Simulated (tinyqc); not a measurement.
Ionisation constants from two fields.

Question. alpha_n = an exp(-bn/E). Find bn and an.

alpha_n at 215 and 404 kV/cm (1/cm): [2026.6972, 32130.954]

Answer. ln alpha is a straight line in 1/E with slope -bn and intercept ln an.

bn = 1.270e6 V/cm
an = 7.450e5 1/cm

Program tinyqc, `OMP_NUM_THREADS=1 python tinyqc.py 2120031 2120032 out.jsonl`; Intel Xeon 2.30GHz, shared host, one thread, about 0.04 s.
